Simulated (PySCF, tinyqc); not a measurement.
Inside a calculation. Method: coupled-perturbed Hartree-Fock on RHF in the sto-6g basis, for H4, spin multiplicity 1. The lowest restricted solution is unstable here: a spin-polarised one lies 0.0139 hartree lower (PySCF). Computed by tinyqc, a small Python program that keeps every step (integrals from PySCF). Settings: charge = 0, multiplicity = 1, basis = sto-6g, method = RHF, energy threshold = 1e-10, iteration cap = 51, orthogonalisation = symmetric, start = Wolfsberg-Helmholz matrix, DIIS depth = 6. Command: `OMP_NUM_THREADS=1 python tinyqc.py 24364 24365 out.jsonl` (the two numbers bound the seeds that draw the settings). One thread of a shared host (Intel(R) Xeon(R) Processor @ 2.60GHz), about 0.1 s of CPU time with the checks. The early iterations of the SCF are left out here.

## One-electron integrals

Geometry (angstrom):
```
atom         x         y         z
H     0.000000  0.000000  0.000000
H     0.000000  0.000000  1.214000
H     0.000000  0.000000  2.590000
H     0.000000  0.000000  3.805000
```

Basis sto-6g: exponents (1/bohr^2) and contraction coefficients of normalised primitives:
```
element  l (shell)   exponent  coefficient
H            s (1)  35.523221     0.009164
H            s (1)   6.513144     0.049361
H            s (1)   1.822143     0.168538
H            s (1)   0.625955     0.370563
H            s (1)   0.243077     0.416492
H            s (1)   0.100112     0.130334
```

Overlap, kinetic and nuclear-attraction integrals over the contracted functions; the nuclear repulsion is the sum of Za Zb / Rab.

nuclear repulsion = 1.80363518 hartree

overlap S, lower triangle:
```
          1H 1s     2H 1s     3H 1s     4H 1s
1H 1s  1.000000
2H 1s  0.380428  1.000000
3H 1s  0.044762  0.305916  1.000000
4H 1s  0.004784  0.044685  0.379932  1.000000
```

kinetic energy T (hartree), lower triangle:
```
           1H 1s      2H 1s     3H 1s     4H 1s
1H 1s   0.768522
2H 1s   0.051248   0.768522
3H 1s  -0.009246   0.023184  0.768522
4H 1s  -0.001737  -0.009237  0.051034  0.768522
```

nuclear attraction V (hartree), lower triangle:
```
           1H 1s      2H 1s      3H 1s      4H 1s
1H 1s  -2.013170
2H 1s  -0.721169  -2.256021
3H 1s  -0.078648  -0.591218  -2.255769
4H 1s  -0.007903  -0.078499  -0.719978  -2.012760
```

core Hamiltonian H = T + V (hartree), lower triangle:
```
           1H 1s      2H 1s      3H 1s      4H 1s
1H 1s  -1.244648
2H 1s  -0.669922  -1.487499
3H 1s  -0.087894  -0.568034  -1.487246
4H 1s  -0.009640  -0.087735  -0.668945  -1.244238
```

## Two-electron integrals

Functions are numbered as in S; the eight-fold symmetry (ij|kl) = (ji|kl) = (kl|ij) leaves the list below.

Two-electron integrals (ij|kl) in chemists' order, unique and non-zero (hartree):
```
(11|11) 0.774999   (21|11) 0.221997   (21|21) 0.087850   (22|11) 0.414055
(22|21) 0.221997   (22|22) 0.774999   (31|11) 0.017922   (31|21) 0.007995
(31|22) 0.024015   (31|31) 0.000907   (32|11) 0.086413   (32|21) 0.045939
(32|22) 0.169986   (32|31) 0.006468   (32|32) 0.054632   (33|11) 0.204234
(33|21) 0.102696   (33|22) 0.373123   (33|31) 0.017922   (33|32) 0.169986
(33|33) 0.774999   (41|11) 0.001473   (41|21) 0.000676   (41|22) 0.002098
(41|31) 0.000084   (41|32) 0.000642   (41|33) 0.002098   (41|41) 0.000009
(42|11) 0.009930   (42|21) 0.005031   (42|22) 0.017887   (42|31) 0.000750
(42|32) 0.006456   (42|33) 0.023970   (42|41) 0.000084   (42|42) 0.000904
(43|11) 0.063333   (43|21) 0.030157   (43|22) 0.102539   (43|31) 0.005033
(43|32) 0.045867   (43|33) 0.221639   (43|41) 0.000675   (43|42) 0.007969
(43|43) 0.087600   (44|11) 0.139074   (44|21) 0.063405   (44|22) 0.204156
(44|31) 0.009945   (44|32) 0.086369   (44|33) 0.413783   (44|41) 0.001473
(44|42) 0.017887   (44|43) 0.221639   (44|44) 0.774999
```

## Orthogonalisation

S = U s U^T; symmetric (Loewdin) form X = U s^(-1/2) U^T, so that X^T S X = 1.

eigenvalues of S: 0.476953  0.704558  1.212347  1.606142

X, lower triangle:
```
           1H 1s      2H 1s      3H 1s     4H 1s
1H 1s   1.062578
2H 1s  -0.218081   1.105909
3H 1s   0.028326  -0.182793   1.105720
4H 1s  -0.005095   0.028296  -0.217738  1.062395
```

## Starting guess

The start is the generalised Wolfsberg-Helmholz matrix (K = 1.75) built on H; D = 2 C_occ C_occ^T.

D at the start, lower triangle:
```
           1H 1s      2H 1s     3H 1s     4H 1s
1H 1s   0.574456
2H 1s   0.638657   0.899421
3H 1s  -0.185881   0.192196  0.900129
4H 1s  -0.386193  -0.185361  0.638812  0.573968
```

## Iteration 7 (converged): orbitals

converged F (hartree), lower triangle:
```
           1H 1s      2H 1s      3H 1s      4H 1s
1H 1s  -0.192577
2H 1s  -0.393663  -0.233523
3H 1s  -0.066910  -0.241260  -0.233307
4H 1s   0.010673  -0.066816  -0.393303  -0.192353
```

Diagonalise F' = X^T F X, C = X C', fill 2 alpha and 2 beta electrons from the bottom; D = 2 C_occ C_occ^T. Each column has its largest component positive (the first on a tie).

F' = X^T F X (hartree), lower triangle:
```
           1          2          3          4
1  -0.047483
2  -0.382466  -0.020866
3   0.035962  -0.228896  -0.020980
4   0.011798   0.035932  -0.382085  -0.047593
```

orbital energies (hartree): MO1 -0.505272, MO2 -0.364742, MO3 0.219713, MO4 0.513379

coefficients C:
```
            MO1        MO2        MO3        MO4
1H 1s  0.336363  -0.506624   0.680917  -0.586517
2H 1s  0.446015  -0.396289  -0.494752   0.839080
3H 1s  0.445319   0.397227  -0.495881  -0.838002
4H 1s  0.335503   0.507316   0.681669   0.585077
```

D after iteration 7, lower triangle:
```
           1H 1s      2H 1s     3H 1s     4H 1s
1H 1s   0.739617
2H 1s   0.701585   0.711949
3H 1s  -0.102912   0.082405  0.712196
4H 1s  -0.288335  -0.102808  0.701851  0.739864
```

## Convergence

Stop when the energy changes by less than 1e-10 hartree and every element of the error matrix X^T (F D S - S D F) X is below 3e-06.

Course of the cycle:
```
iteration  E (hartree)     change  largest element of the error matrix
1          -1.97083122          -                             1.62e-01
2          -2.00996473  -3.91e-02                             2.43e-02
3          -2.01137167  -1.41e-03                             9.22e-03
4          -2.01153065  -1.59e-04                             2.26e-04
5          -2.01153075  -9.83e-08                             2.49e-05
6          -2.01153075  -1.21e-09                             2.35e-06
7          -2.01153075  -6.52e-12                             1.49e-06
```

PySCF RHF in the same basis = -2.01153075 hartree

Converged in 7 iterations.

## Populations, bond orders and dipole

Mulliken: Z minus the diagonal of D S on the atom; Loewdin: the same with S^(1/2) D S^(1/2); Mayer order: 2 sum_s sum (D(s) S)_ij (D(s) S)_ji over the two atoms.

Charges (e):
```
atom   Mulliken    Loewdin
1H    -0.000534  -0.004558
2H     0.000533   0.004562
3H     0.000546   0.004561
4H    -0.000546  -0.004565
```

Mayer bond orders:
```
pair      order
2-1    0.915714
3-1   -0.001281
3-2    0.085567
4-1    0.085567
4-2   -0.001281
4-3    0.915714
```

dipole moment about the origin, x y z (debye): 0.000000  0.000000  -0.000067

## Integrals over molecular orbitals

(pq|rs) = sum C_ip C_jq C_kr C_ls (ij|kl), one index at a time.

one-electron integrals over orbitals h = C^T H C (hartree), lower triangle:
```
           1          2          3          4
1  -1.553021
2   0.000054  -1.392130
3   0.125561   0.000268  -1.150581
4  -0.000214   0.102446   0.000040  -0.997536
```

Two-electron integrals over orbitals (pq|rs), unique and non-zero (hartree):
```
(11|11) 0.428367    (21|11) -0.000332   (21|21) 0.172497    (22|11) 0.395940
(22|21) 0.000278    (22|22) 0.408006    (31|11) -0.061408   (31|21) -0.000162
(31|22) 0.008040    (31|31) 0.112169    (32|11) -0.000288   (32|21) 0.080233
(32|22) 0.000146    (32|31) 0.000160    (32|32) 0.124997    (33|11) 0.399725
(33|21) 0.000252    (33|22) 0.404005    (33|31) -0.000125   (33|32) 0.000127
(33|33) 0.418847    (41|11) 0.000174    (41|21) -0.031360   (41|22) -0.000054
(41|31) -0.000172   (41|32) 0.075727    (41|33) -0.000042   (41|41) 0.099387
(42|11) -0.066069   (42|21) -0.000148   (42|22) -0.001668   (42|31) 0.108906
(42|32) 0.000184    (42|33) 0.000838    (42|41) -0.000155   (42|42) 0.113713
(43|11) -0.000315   (43|21) 0.169872    (43|22) 0.000300    (43|31) -0.000150
(43|32) 0.083044    (43|33) 0.000275    (43|41) -0.029668   (43|42) -0.000151
(43|43) 0.180821    (44|11) 0.446592    (44|21) -0.000289   (44|22) 0.415415
(44|31) -0.064652   (44|32) -0.000286   (44|33) 0.425987    (44|41) 0.000169
(44|42) -0.071311   (44|43) -0.000292   (44|44) 0.484227
```

## Response to a field: uncoupled start

dipole integrals <a|z|i> (bohr):
```
           i1         i2
a3  -0.001096   1.954735
a4   0.460578  -0.000856
```

Field along z; U_ai = -mu_ai / (e_a - e_i), alpha = -4 sum U_ai mu_ai.

uncoupled U:
```
           i1         i2
a3   0.001512  -3.344544
a4  -0.452144   0.000975
```

uncoupled polarisability = 26.983791 bohr^3

## Coupled step 1

U_ai = -(mu_ai + sum_bj [4 (ai|bj) - (ab|ij) - (aj|bi)] U_bj) / (e_a - e_i); alpha = -4 sum U_ai mu_ai.

U after step 1:
```
           i1         i2
a3   0.002322  -3.491910
a4  -0.438803   0.001599
```

polarisability = 28.111462 bohr^3

## Coupled step 2

As before.

U after step 2:
```
           i1         i2
a3   0.002279  -3.499777
a4  -0.433368   0.001521
```

polarisability = 28.162960 bohr^3

## Coupled polarisability

Repeat until U stops changing; compare with -d2E/dF2.

Course of the coupled iterations:
```
step  alpha (bohr^3)
0          26.983791
1          28.111462
2          28.162960
3          28.165965
4          28.166231
5          28.166264
6          28.166268
7          28.166269
8          28.166269
9          28.166269
10         28.166269
```

coupled polarisability = 28.166269 bohr^3

finite-field check, fields of +/-0.001 au = 28.166502 bohr^3
